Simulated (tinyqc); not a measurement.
# A clean chain and dephasing by Buettiker voltage probes: what changes with what

Sites 1 to 3 form a chain with hopping -t. Lead L joins site 1 and lead R site 3, both semi-infinite chains with hopping -t and site energy 0. Every site carries a probe with self-energy -i Gamma_p/2 that draws no net current. Linear response at zero temperature: mu_L = 1, mu_R = 0 in units of the bias.

Inputs (values chosen for the exercise):

| symbol | value | unit | meaning |
|---|---|---|---|
| t | 1 | eV | hopping (matrix element -t) |
| U | [0, 0, 0] | eV | site energies 1 to N |
| E | 1.34 | eV | Fermi energy |
| gp | 0.32 | eV | probe broadening Gamma_p |

Constants: q = 1.602176634e-19 C, h = 6.62607015e-34 J s. Results are converted to the units shown.

Each table varies one quantity; the others keep the values above.

## Resistance against length

Sigma = t^2 g(E), g(x) = (x - i sqrt(4 t^2 - x^2))/(2 t^2) for |x| < 2 t and (x - sign(x) sqrt(x^2 - 4 t^2))/(2 t^2) otherwise; Gamma = -2 Im Sigma; G = (E - H - Sigma_L - Sigma_R + i Gamma_p/2)^(-1). With Gamma the broadening by one lead, T_RL = Gamma^2 |G_(last,1)|^2, T_pL = Gamma Gamma_p |G_(p,1)|^2, T_pR = Gamma Gamma_p |G_(p,last)|^2, T_pq = Gamma_p^2 |G_(p,q)|^2 for p != q. No current into probe p: W mu = T_pL with W_pp = T_pL + T_pR + sum_q T_pq and W_pq = -T_pq. Then T_eff = T_RL + sum_p T_pR mu_p, and the resistance is (h/2q^2)/T_eff. Without probes means Gamma_p = 0. The list U is repeated k times, each site with its probe.

The same in every row: T without probes = 1.0000.

Resistance against length:

| k | sites | T_eff | resistance (kohm) |
|---|---|---|---|
| 1 | 3 | 0.75278 | 17.145 |
| 2 | 6 | 0.60546 | 21.317 |
| 3 | 9 | 0.50534 | 25.540 |
| 4 | 12 | 0.43331 | 29.786 |
| 6 | 18 | 0.33776 | 38.212 |
| 8 | 24 | 0.27674 | 46.637 |
| 12 | 36 | 0.20325 | 63.499 |
| 16 | 48 | 0.16061 | 80.360 |

What does the table show?

The resistance rises from 17.1 to 80.4 kohm, by 1.41 kohm a site between k = 8 and 12 and 1.41 between 12 and 16: Ohm's law, R = R0 + rho N with the extrapolated intercept R0 = 12.9 kohm (h/2q^2 = 12.91 kohm) and a back-scattering length (h/2q^2)/rho of 9.19 sites.

## Effect of the dephasing strength

With Gamma the broadening by one lead, T_RL = Gamma^2 |G_(3,1)|^2, T_pL = Gamma Gamma_p |G_(p,1)|^2, T_pR = Gamma Gamma_p |G_(p,3)|^2, T_pq = Gamma_p^2 |G_(p,q)|^2 for p != q.

Effect of the dephasing strength:

| gp (eV) | T_RL | through probes | T_eff | resistance (kohm) |
|---|---|---|---|---|
| 0.011 | 0.97803 | 0.010981 | 0.98901 | 13.050 |
| 0.021 | 0.95849 | 0.020734 | 0.97922 | 13.180 |
| 0.039 | 0.92434 | 0.037743 | 0.96208 | 13.415 |
| 0.075 | 0.85981 | 0.069670 | 0.92948 | 13.886 |
| 0.14 | 0.75513 | 0.12053 | 0.87566 | 14.739 |
| 0.27 | 0.58482 | 0.19883 | 0.78366 | 16.469 |
| 0.51 | 0.37133 | 0.28161 | 0.65294 | 19.767 |
| 0.98 | 0.16404 | 0.32114 | 0.48518 | 26.602 |
| 1.9 | 0.042170 | 0.27173 | 0.31390 | 41.116 |
| 3.5 | 0.0065909 | 0.17816 | 0.18475 | 69.860 |

What does the table show?

Without probes the transmission is 1.00. T_eff falls from 0.989 to 0.185; the direct part falls from 0.978 to 0.00659 and the part through probes goes from 0.0110 through a maximum of 0.321 (at gp = 0.98 eV among the rows listed) to 0.178. At this energy dephasing lowers T_eff from the start: the probes give back less than the direct part loses.

## Coherent and dephased transmission against energy

Same model as above.

The same in every row: T without probes = 1.0000.

Coherent and dephased transmission against energy:

| E (eV) | T_eff |
|---|---|
| -1.8 | 0.64724 |
| -1.5 | 0.73117 |
| -1.2 | 0.76654 |
| -0.9 | 0.78646 |
| -0.6 | 0.79815 |
| -0.3 | 0.80434 |
| 0 | 0.80627 |
| 0.3 | 0.80434 |
| 0.6 | 0.79815 |
| 0.9 | 0.78646 |
| 1.2 | 0.76654 |
| 1.5 | 0.73117 |
| 1.8 | 0.64724 |

What does the comparison show?

Without probes T is 1.00 in every row, with them between 0.647 and 0.806. The probes lower it in 13 rows and raise it in 0.

tinyqc, about 0.01 s, one thread, Intel Xeon 2.30GHz (shared host): `OMP_NUM_THREADS=1 python tinyqc.py 2700003 2700004 out.jsonl`
